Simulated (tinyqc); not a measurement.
# From ratio R back to oxide density

Model: X-ray photoelectron analysis of a thin oxide on a semiconductor: attenuation lengths, thickness, angle series and band offsets. Computed by tinyqc, a small Python program. Command: `OMP_NUM_THREADS=1 python tinyqc.py 3110827 3110828 out.jsonl xps inv`. One thread of a shared host (Intel(R) Xeon(R) Processor @ 2.30GHz), about 0.01 s of CPU time with the checks.

The same element is seen in the oxide and in the substrate, at nearly the same kinetic energy; films are flat and uniform, and the work function is ignored.

Inputs (values chosen for the exercise, modelled on SiO2 on 4H-SiC):
```
quantity                                           value     unit
photon energy                                     1486.6       eV
binding energy of the core level                   100.5       eV
oxide formula mass                                 60.08    g/mol
valence electrons per oxide formula                   16        -
oxide gap                                           8.93       eV
substrate density                                   3.21   g/cm^3
substrate formula mass                              40.1    g/mol
valence electrons per substrate formula                8        -
substrate gap                                       3.26       eV
oxide thickness d                                    7.5       nm
emission angle from the normal                        30  degrees
attenuation length over inelastic mean free path    0.86        -
carbon overlayer                                    0.64       nm
```

Method:
- TPP-2M: lambda = E/(E_p^2 [b ln(c E) - C/E + D/E^2]) in angstrom, E_p = 28.8 sqrt(N_v rho/M), b = -0.10 + 0.944/sqrt(E_p^2 + E_g^2) + 0.069 rho^0.1, c = 0.191/sqrt(rho), U = N_v rho/M, C = 1.97 - 0.91 U, D = 53.4 - 20.8 U, with E = photon energy less binding energy in eV.
- Attenuation length L = factor x lambda.
- R_0 = (rho_o/M_o) L_o/((rho_s/M_s) L_s); peak ratio R = I_ox/I_sub = R_0 [exp(d/(L_o cos theta)) - 1]; hence d = L_o cos theta ln(1 + R/R_0). A carbon layer weakens both peaks alike, by exp(-d_C/(L_o cos theta)) if its L is taken equal to L_o. This R_0 leaves out intrinsic losses from the substrate peak, so calibrated values can be larger.

Task: A run gave the result below. Find the oxide density, known to lie between 1.4 and 2.4 g/cm^3.

ratio R = 6.698983

Result:

Each step takes the trial c = (a f_b - b f_a)/(f_b - f_a), f being the result less the target and a, b, c the logarithms of the listed values; c replaces end b, the old b replaces a if the sign of f changed, and otherwise f_a is halved.

Scan of the range:
```
oxide density (g/cm^3)  ratio R
1.40                    3.94752
1.53                    4.48565
1.68                    5.12770
1.83                    5.79124
2.01                    6.61497
2.19                    7.46851
2.40                    8.50277
```

False position (Illinois rule, in the logarithm of the input) inside the bracket:
```
step    end a    end b    trial  ratio R
1     2.01000  2.19000  2.02704  6.69449
2     2.19000  2.02704  2.02795  6.69874
3     2.19000  2.02795  2.02805  6.69920
4     2.02795  2.02805  2.02800  6.69898
```

Ratio R rises at every point of a 13-point scan of the range (every second point is shown), so one value fits; it is bracketed by 2.01 and 2.19. Answer: oxide density = 2.028 g/cm^3.
